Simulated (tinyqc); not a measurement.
Ground states by the convex hull: cluster expansion of a binary alloy: correlations, fit, cross-validation and ground states. Computed by tinyqc, a small Python program. Command: `OMP_NUM_THREADS=1 python tinyqc.py 3020982 3020983 out.jsonl clex walk`. One thread of a shared host (Intel(R) Xeon(R) Processor @ 2.30GHz), about 0.02 s of CPU time with the checks.

s = +1 for A and -1 for B. Energy per site E = J0 + J1 P(point) + sum over clusters of m V P, with P the mean product of spins; V > 0 on a pair favours unlike neighbours. Clusters per site m: pair 1 4, pair 2 3, pair 3 6, triplet 12; the triplet is two first-neighbour bonds closed by a second-neighbour bond. Formation energies are counted from the line between pure A and pure B, which removes J0 and J1.

Inputs (values chosen for the exercise, for a model alloy): first-pair interaction V1 = 22.6 meV; second-pair interaction V2 = -2.6 meV; third-pair interaction V3 = 3.2 meV; triplet interaction Vt = 5.6 meV; noise amplitude = 6.5 meV/site.

Lattice: bcc.

Method:
- Design matrix of formation energies: m (P - 1) for pairs and m (P(triplet) - P(point)) for the triplet; x = (1 - P(point))/2.
- Exact: X V with V = (V1, V2, V3, Vt). The data to fit add the noise amplitude times the normal numbers, standing for what the clusters leave out.
- Leave out pair 3: A = X^T X and b = X^T E (E being the data with noise) over these three columns; solve A V = b. The root-mean-square error runs over the structures between the pure ends.
- Height above the hull = E less the lowest straight line between two structures that bracket x (or the lowest structure at the same x). The three-term fit is X V with the fitted values.

correlations P, counted on periodic cells, rows A, A3B D0_3, A3B (001) layers, A2B C11_b, AB B2, AB B32, A2B2 B11, AB (110) layers, AB2 C11_b, AB3 D0_3, AB3 (001) layers, B, columns point, pair 1, pair 2, pair 3, triplet:
```
[[1.00000, 1.00000, 1.00000, 1.00000, 1.00000],
 [0.50000, 0.00000, 0.00000, 1.00000, -0.50000],
 [0.50000, 0.00000, 0.66667, 0.33333, 0.16667],
 [0.33333, -0.33333, 0.55556, 0.11111, -0.11111],
 [0.00000, -1.00000, 1.00000, 1.00000, 0.00000],
 [0.00000, 0.00000, -1.00000, 1.00000, 0.00000],
 [0.00000, 0.00000, 0.33333, -0.33333, 0.00000],
 [0.00000, 0.00000, -0.33333, -0.33333, 0.00000],
 [-0.33333, -0.33333, 0.55556, 0.11111, 0.11111],
 [-0.50000, 0.00000, 0.00000, 1.00000, 0.50000],
 [-0.50000, 0.00000, 0.66667, 0.33333, -0.16667],
 [-1.00000, 1.00000, 1.00000, 1.00000, -1.00000]]
```

standard normal numbers for the noise (0 for the pure ends): A 0.000, A3B D0_3 1.310, A3B (001) layers -0.448, A2B C11_b 0.956, AB B2 -0.525, AB B32 -2.068, A2B2 B11 -0.036, AB (110) layers 0.431, AB2 C11_b -0.722, AB3 D0_3 -1.120, AB3 (001) layers -0.771, B 0.000

X, rows A, A3B D0_3, A3B (001) layers, A2B C11_b, AB B2, AB B32, A2B2 B11, AB (110) layers, AB2 C11_b, AB3 D0_3, AB3 (001) layers, B, columns pair 1, pair 2, pair 3, triplet:
```
[[0.0000, 0.0000, 0.0000, 0.0000],
 [-4.0000, -3.0000, 0.0000, -12.0000],
 [-4.0000, -1.0000, -4.0000, -4.0000],
 [-5.3333, -1.3333, -5.3333, -5.3333],
 [-8.0000, 0.0000, 0.0000, 0.0000],
 [-4.0000, -6.0000, 0.0000, 0.0000],
 [-4.0000, -2.0000, -8.0000, 0.0000],
 [-4.0000, -4.0000, -8.0000, 0.0000],
 [-5.3333, -1.3333, -5.3333, 5.3333],
 [-4.0000, -3.0000, 0.0000, 12.0000],
 [-4.0000, -1.0000, -4.0000, 4.0000],
 [0.0000, 0.0000, 0.0000, 0.0000]]
```

fitted V1, V2, Vt (meV): [24.4727, -1.0870, 4.9205]

exact energies (meV/site): A 0.000, A3B D0_3 -149.800, A3B (001) layers -123.000, A2B C11_b -164.000, AB B2 -180.800, AB B32 -74.800, A2B2 B11 -110.800, AB (110) layers -105.600, AB2 C11_b -104.267, AB3 D0_3 -15.400, AB3 (001) layers -78.200, B 0.000

root-mean-square error of the three-cluster fit = 9.76512 meV/site

Hull among these structures (meV/site):
```
structure              x  exact E  above hull  fitted E  above hull, fit
A                 0.0000     0.00        0.00      0.00             0.00
A3B D0_3          0.2500  -149.80        0.00   -153.68             0.00
A3B (001) layers  0.2500  -123.00       26.80   -116.49            37.19
A2B C11_b         0.3333  -164.00        0.00   -155.31            12.40
AB B2             0.5000  -180.80        0.00   -195.78             0.00
AB B32            0.5000   -74.80      106.00    -91.37           104.41
A2B2 B11          0.5000  -110.80       70.00    -95.72           100.06
AB (110) layers   0.5000  -105.60       75.20    -93.54           102.24
AB2 C11_b         0.6667  -104.27       16.27   -102.83            27.69
AB3 D0_3          0.7500   -15.40       75.00    -35.58            62.31
AB3 (001) layers  0.7500   -78.20       12.20    -77.12            20.77
B                 1.0000     0.00        0.00      0.00             0.00
```

lowest exact formation energy = -180.8 meV/site

What does the comparison show, and why?

On the exact hull: A, A3B D0_3, A2B C11_b, AB B2, B. The fit finds A, A3B D0_3, AB B2, B instead; its root-mean-square error is 9.77 meV. A structure at zero height may lie on a tie line without being a vertex, and structures outside this list could lie lower.

Extremes, crossings and ranges named in words are read from the listed rows.
